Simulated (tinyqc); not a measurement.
Isochronal anneals: hydrogen passivation of interface dangling bonds: competing passivation and dissociation with distributed barriers. Computed by tinyqc, a small Python program. Command: `OMP_NUM_THREADS=1 python tinyqc.py 3012525 3012526 out.jsonl passiv walk`. One thread of a shared host (Intel(R) Xeon(R) Processor @ 2.30GHz), about 0.01 s of CPU time with the checks.

P_b + H2 gives P_bH + H at the rate k_f [H2]; P_bH gives P_b + H at the rate k_d. All defects start unpassivated. E_f and E_d are Gaussian and independent.

Inputs (values chosen for the exercise, close to those used for P_b centres at the silicon-oxide interface):

| quantity | value | unit |
|---|---|---|
| passivation prefactor k_f0 | 2.1e-07 | cm^3/s |
| mean passivation barrier E_f | 1.65 | eV |
| spread sigma_f | 0.054 | eV |
| dissociation prefactor k_d0 | 2.9e+13 | 1/s |
| mean dissociation barrier E_d | 2.82 | eV |
| spread sigma_d | 0.077 | eV |
| H2 in the oxide per atm, solubility factor | 5.3e+17 | 1/(cm^3 atm) |
| hydrogen pressure p | 1 | atm |
| anneal time t | 61 | s |

Constants: k_B = 8.617333262e-05 eV/K.

Method:
- [H2] = solubility factor x p; a = k_f0 [H2] exp(-E_f/(k_B T)), d = k_d0 exp(-E_d/(k_B T)). For one pair of barriers the active share is y = [d + a exp(-(a + d) t)]/(a + d).
- Temperatures in kelvin are T(C) + 273.15.
- Average y over both Gaussians with 40 x 40 Gauss-Hermite points.
- Minimise the averaged y over T between 150 and 900 C: find where ln y is equal at T - 0.05 and T + 0.05 C; T is rounded to 0.1 C.

best temperature = 499 C

Active share after the time t:

| T (C) | a (1/s) | d (1/s) | single barriers | distributed |
|---|---|---|---|---|
| 200 | 2.9611e-07 | 2.6610e-17 | 9.9998e-01 | 9.9996e-01 |
| 250 | 1.4164e-05 | 1.9763e-14 | 9.9914e-01 | 9.9824e-01 |
| 300 | 3.4502e-04 | 4.6323e-12 | 9.7917e-01 | 9.6389e-01 |
| 350 | 5.0348e-03 | 4.5228e-10 | 7.3556e-01 | 6.7597e-01 |
| 400 | 4.9338e-02 | 2.2359e-08 | 4.9311e-02 | 1.3139e-01 |
| 450 | 3.5262e-01 | 6.4454e-07 | 1.8283e-06 | 2.1949e-03 |
| 500 | 1.9542e+00 | 1.2029e-05 | 6.1554e-06 | 1.8232e-05 |
| 600 | 3.3326e+01 | 1.5328e-03 | 4.5994e-05 | 1.0041e-04 |
| 700 | 3.1727e+02 | 7.2127e-02 | 2.2729e-04 | 4.2573e-04 |
| 800 | 1.9847e+03 | 1.6557e+00 | 8.3355e-04 | 1.3938e-03 |

What does the comparison show, and why?

The distributed share is least at 500 C among these rows, 1.8e-5, and the search puts the optimum at 499 C. On the cold side defects with high E_f survive; on the hot side dissociation, with the larger barrier, gains on passivation with an energy E_d - E_f = 1.17 eV. In that row single barriers give 6.2e-6, so the spread raises the floor. Caution: atomic hydrogen, which both passivates and depassivates, and further passivation during cooling are left out. Caution: shares below about 1e-3 in these rows are formal; measured passivation levels off well above them.

Extremes, crossings and ranges named in words are read from the listed rows.
